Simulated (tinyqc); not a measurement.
# p-n diode, drift-diffusion by the Gummel loop with Scharfetter-Gummel fluxes, step by step

tinyqc, about 0.1 s, one thread, Intel Xeon 2.30GHz (shared host): `OMP_NUM_THREADS=1 python tinyqc.py 2240062 2240063 out.jsonl` Printed values are rounded.

Abrupt junction at x = 0, p side from -Lp, n side to Ln, ohmic contacts. psi is counted from the intrinsic level; n = ni exp((psi - phin)/Vt), p = ni exp((phip - psi)/Vt). Contacts: p side psi = V - Vt ln(Na/ni), p = Na, n = ni^2/Na; n side psi = Vt ln(Nd/ni), n = Nd, p = ni^2/Nd. Constant mobilities, D = mu Vt, Boltzmann statistics, SRH recombination through a mid-gap level, U = (n p - ni^2)/(tp (n + ni) + tn (p + ni)). Current is positive from the p contact to the n contact.

Inputs (values chosen for the exercise); band and dielectric values those of a made-up semiconductor:
```
symbol,value,unit,meaning
T,300,K,temperature
Eg,0.941,eV,band gap
eps_r,11.3,,relative permittivity
Nc,3.57e19,cm^-3,conduction-band density of states at T
Nv,2.49e19,cm^-3,valence-band density of states at T
Na,1.3e17,cm^-3,acceptor density of the p side
Nd,1.2e17,cm^-3,donor density of the n side
mun,890,cm^2/(V s),electron mobility
mup,260,cm^2/(V s),hole mobility
tn,8e-8,s,SRH lifetime of electrons
tp,1e-9,s,SRH lifetime of holes
G,0,cm^-3 s^-1,uniform generation rate
V,0.37,V,bias of the p contact
```

Constants: q = 1.602176634e-19 C, kB = 1.380649e-23 J/K, Vt = kB T/q, eps0 = 8.8541878128e-14 F/cm where lengths are in cm. Results are converted to the units shown.

## Intrinsic density and built-in voltage

ni = sqrt(Nc Nv) exp(-Eg/(2 Vt)), Eg in volts; Vbi = Vt ln(Na Nd/ni^2).

ni = 3.71862e11 cm^-3
Vbi = 0.657908 V

## Round 1: Poisson equation

| node | x (nm) | phin at the start (V) | phip at the start (V) |
|---|---|---|---|
| 0 | -1400 | 0.37 | 0.37 |
| 1 | -718 | 0 | 0.37 |
| 2 | -358 | 0 | 0.37 |
| 3 | -167 | 0 | 0.37 |
| 4 | -67 | 0 | 0.37 |
| 5 | -14 | 0 | 0.37 |
| 6 | 14 | 0 | 0.37 |
| 7 | 60.4 | 0 | 0.37 |
| 8 | 137 | 0 | 0.37 |
| 9 | 264 | 0 | 0.37 |
| 10 | 475 | 0 | 0.37 |
| 11 | 823 | 0 | 0.37 |
| 12 | 1400 | 0 | 0 |

With phin and phip held, solve a_i (psi_(i+1) - psi_i) - a_(i-1) (psi_i - psi_(i-1)) + q w_i (p_i - n_i + C_i) = 0 for the inner nodes by Newton steps to convergence; a_i = eps0 eps_r/h_i, h_i = x_(i+1) - x_i, w_i = (h_(i-1) + h_i)/2, C = -Na or +Nd.

| node | psi (V) | n after Poisson (cm^-3) | p after Poisson (cm^-3) |
|---|---|---|---|
| 0 | 0.040012 | 1.06370e6 | 1.3e17 |
| 1 | 0.040011 | 1.74800e12 | 1.30002e17 |
| 2 | 0.040011 | 1.74800e12 | 1.30002e17 |
| 3 | 0.040021 | 1.74864e12 | 1.29954e17 |
| 4 | 0.041134 | 1.82560e12 | 1.24475e17 |
| 5 | 0.077606 | 7.48364e12 | 3.03652e16 |
| 6 | 0.277817 | 1.72783e16 | 1.31519e13 |
| 7 | 0.325631 | 1.09837e17 | 2.06891e12 |
| 8 | 0.327881 | 1.19824e17 | 1.89648e12 |
| 9 | 0.327919 | 1.20001e17 | 1.89368e12 |
| 10 | 0.327920 | 1.20002e17 | 1.89366e12 |
| 11 | 0.327920 | 1.20002e17 | 1.89366e12 |
| 12 | 0.327919 | 1.2e17 | 1.15234e6 |

## Round 1: electron continuity

With psi and p held, F_i = (mun Vt/h_i) [n_(i+1) B(d_i) - n_i B(-d_i)], d_i = (psi_(i+1) - psi_i)/Vt, B(d) = d/(exp(d) - 1); solve F_i - F_(i-1) = w_i [(n_i p_i - ni^2)/den_i - G] for the new n, with den = tp (n + ni) + tn (p + ni) taken at the old n and p, h_i = x_(i+1) - x_i, w_i = (h_(i-1) + h_i)/2; phin = psi - Vt ln(n/ni).

| node | new n (cm^-3) | phin after round 1 (V) |
|---|---|---|
| 0 | 1.06370e6 | 0.370000 |
| 1 | 8.76038e11 | 0.017859 |
| 2 | 1.33936e12 | 0.006884 |
| 3 | 1.58609e12 | 0.002522 |
| 4 | 1.78775e12 | 0.000542 |
| 5 | 7.47878e12 | 0.000017 |
| 6 | 1.72779e16 | 0.000001 |
| 7 | 1.09834e17 | 0.000001 |
| 8 | 1.19821e17 | 0.000001 |
| 9 | 1.19998e17 | 0.000001 |
| 10 | 1.20000e17 | 0.000000 |
| 11 | 1.20001e17 | 0.000000 |
| 12 | 1.2e17 | 0.000000 |

## Round 1: hole continuity

With psi and the new n held, F_i = (mup Vt/h_i) [p_(i+1) B(-d_i) - p_i B(d_i)], d_i = (psi_(i+1) - psi_i)/Vt, B(d) = d/(exp(d) - 1); solve F_i - F_(i-1) = w_i [(n_i p_i - ni^2)/den_i - G] for the new p, with den = tp (n + ni) + tn (p + ni) taken at the new n and the old p, h_i = x_(i+1) - x_i, w_i = (h_(i-1) + h_i)/2; phip = psi + Vt ln(p/ni).

| node | new p (cm^-3) | phip after round 1 (V) |
|---|---|---|
| 0 | 1.3e17 | 0.370000 |
| 1 | 1.30000e17 | 0.370000 |
| 2 | 1.29998e17 | 0.369999 |
| 3 | 1.29950e17 | 0.369999 |
| 4 | 1.24471e17 | 0.369999 |
| 5 | 3.03641e16 | 0.369999 |
| 6 | 1.31397e13 | 0.369976 |
| 7 | 2.01288e12 | 0.369290 |
| 8 | 1.67081e12 | 0.366725 |
| 9 | 1.39888e12 | 0.362171 |
| 10 | 1.02496e12 | 0.354131 |
| 11 | 5.56376e11 | 0.338336 |
| 12 | 1.15234e6 | 0.000000 |

## Round 2: Poisson equation

As before.

| node | psi (V) | n after Poisson (cm^-3) | p after Poisson (cm^-3) |
|---|---|---|---|
| 0 | 0.040012 | 1.06370e6 | 1.3e17 |
| 1 | 0.040011 | 8.76029e11 | 1.30001e17 |
| 2 | 0.040011 | 1.33933e12 | 1.30001e17 |
| 3 | 0.040020 | 1.58605e12 | 1.29954e17 |
| 4 | 0.041133 | 1.78769e12 | 1.24475e17 |
| 5 | 0.077606 | 7.47860e12 | 3.03649e16 |
| 6 | 0.277817 | 1.72780e16 | 1.31396e13 |
| 7 | 0.325632 | 1.09837e17 | 2.01283e12 |
| 8 | 0.327882 | 1.19823e17 | 1.67077e12 |
| 9 | 0.327920 | 1.20000e17 | 1.39886e12 |
| 10 | 0.327920 | 1.20001e17 | 1.02495e12 |
| 11 | 0.327920 | 1.20001e17 | 5.56375e11 |
| 12 | 0.327919 | 1.2e17 | 1.15234e6 |

## Round 2: electron continuity

As before.

| node | new n (cm^-3) | phin after round 2 (V) |
|---|---|---|
| 0 | 1.06370e6 | 0.370000 |
| 1 | 8.76024e11 | 0.017859 |
| 2 | 1.33933e12 | 0.006884 |
| 3 | 1.58605e12 | 0.002522 |
| 4 | 1.78770e12 | 0.000542 |
| 5 | 7.47862e12 | 0.000017 |
| 6 | 1.72780e16 | 0.000001 |
| 7 | 1.09837e17 | 0.000001 |
| 8 | 1.19824e17 | 0.000001 |
| 9 | 1.20001e17 | 0.000000 |
| 10 | 1.20001e17 | 0.000000 |
| 11 | 1.20001e17 | 0.000000 |
| 12 | 1.2e17 | 0.000000 |

## Round 2: hole continuity

As before.

| node | new p (cm^-3) | phip after round 2 (V) |
|---|---|---|
| 0 | 1.3e17 | 0.370000 |
| 1 | 1.30001e17 | 0.370000 |
| 2 | 1.30001e17 | 0.369999 |
| 3 | 1.29954e17 | 0.369999 |
| 4 | 1.24475e17 | 0.369999 |
| 5 | 3.03649e16 | 0.369999 |
| 6 | 1.31396e13 | 0.369976 |
| 7 | 2.01283e12 | 0.369290 |
| 8 | 1.67074e12 | 0.366724 |
| 9 | 1.39878e12 | 0.362169 |
| 10 | 1.02483e12 | 0.354127 |
| 11 | 5.56242e11 | 0.338330 |
| 12 | 1.15234e6 | 0.000000 |

## Course of the Gummel loop

Stop when phin and phip change by less than 1e-8 V, or after 80 rounds. J = Jn at the p contact + Jp at the n contact + q sum w_i U_i - q G sum w_i over the inner nodes, which avoids differences of large majority fluxes: Jn = (q mun Vt/h_0)[n_1 B(d_0) - n_0 B(-d_0)], Jp = (q mup Vt/h_last)[p_(N-1) B(d_last) - p_N B(-d_last)], d_i = (psi_(i+1) - psi_i)/Vt, B(d) = d/(exp(d) - 1), w_i = (h_(i-1) + h_i)/2.

Course of the iteration:

| round | J (A/cm^2) | largest change of phin, phip (V) |
|---|---|---|
| 1 | 0.0825959 | 0.0317 |
| 2 | 0.0825908 | 6.22e-6 |
| 3 | 0.0825909 | 1.71e-8 |
| 4 | 0.0825909 | 3.68e-12 |

Converged in 4 rounds.

## Recombination and current

| node | converged psi (V) | converged n (cm^-3) | converged p (cm^-3) |
|---|---|---|---|
| 0 | 0.040012 | 1.06370e6 | 1.3e17 |
| 1 | 0.040011 | 8.76024e11 | 1.30001e17 |
| 2 | 0.040011 | 1.33933e12 | 1.30001e17 |
| 3 | 0.040020 | 1.58605e12 | 1.29954e17 |
| 4 | 0.041133 | 1.78770e12 | 1.24475e17 |
| 5 | 0.077606 | 7.47862e12 | 3.03649e16 |
| 6 | 0.277817 | 1.72780e16 | 1.31396e13 |
| 7 | 0.325632 | 1.09837e17 | 2.01283e12 |
| 8 | 0.327882 | 1.19823e17 | 1.67074e12 |
| 9 | 0.327920 | 1.20000e17 | 1.39879e12 |
| 10 | 0.327920 | 1.20001e17 | 1.02483e12 |
| 11 | 0.327920 | 1.20001e17 | 5.56243e11 |
| 12 | 0.327919 | 1.2e17 | 1.15234e6 |

U_i as defined. J = Jn at the p contact + Jp at the n contact + q sum w_i U_i - q G sum w_i over the inner nodes, which avoids differences of large majority fluxes: Jn = (q mun Vt/h_0)[n_1 B(d_0) - n_0 B(-d_0)], Jp = (q mup Vt/h_last)[p_(N-1) B(d_last) - p_N B(-d_last)], d_i = (psi_(i+1) - psi_i)/Vt, B(d) = d/(exp(d) - 1), w_i = (h_(i-1) + h_i)/2.

| node | U (cm^-3 s^-1) |
|---|---|
| 0 | 0 |
| 1 | 1.09502e19 |
| 2 | 1.67415e19 |
| 3 | 1.98255e19 |
| 4 | 2.23461e19 |
| 5 | 9.34812e19 |
| 6 | 1.23658e22 |
| 7 | 2.00933e21 |
| 8 | 1.66846e21 |
| 9 | 1.39713e21 |
| 10 | 1.02387e21 |
| 11 | 5.55896e20 |
| 12 | 0 |

Jn at the p contact = 0.0473512 A/cm^2
Jp at the n contact = 0.0103817 A/cm^2
recombination = 0.0248580 A/cm^2
generation = 0 A/cm^2
J = 0.0825909 A/cm^2

A 500-node mesh gives J = 0.08184 A/cm^2; this mesh differs from it by 7.5e-4 A/cm^2 (0.91 %).
